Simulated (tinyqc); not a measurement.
Elastic strain and critical thickness of a cubic alloy layer A(1-x)B(x) on a thick substrate: one step, computed by the program tinyqc. Command: `OMP_NUM_THREADS=1 python tinyqc.py 3002458 3002459 out.jsonl misfit walk`. One thread of a shared host (Intel(R) Xeon(R) Processor @ 2.30GHz), about 0.01 s of CPU time with the checks.

Strain is positive in tension. The layer is coherent with the substrate unless said otherwise.

Problem. Isotropic constants and the prefactor A. Voigt averages: G = (C11 - C12 + 3 C44)/5, B = (C11 + 2 C12)/3, nu = (3 B - 2 G)/(2 (3 B + G)); b = a/sqrt(2). The 60-degree dislocation has cos alpha = 1/2, and cos lambda = sqrt(3)/6 on (111), for glide on an inclined {111} plane. Matthews-Blakeslee: h_c = A [ln(h_c/b) + 1], A = b (1 - nu cos^2 alpha)/(8 pi |f| (1 + nu) cos lambda), the factor 8 pi being that of an uncapped layer.

Growth plane: (111). Layer: uncapped. Misfit dislocation: 60-degree.

elastic constants (GPa): C11 122.2280, C12 58.1396, C44 55.3192

free lattice constant a = 5.73524 angstrom

misfit f = -0.01468814

Give: shear modulus G; Poisson ratio nu; Burgers vector b; prefactor A.

Solution.

shear modulus G = 46.0092 GPa

Poisson ratio nu = 0.2574

Burgers vector b = 0.4055 nm

prefactor A = 2.832 nm
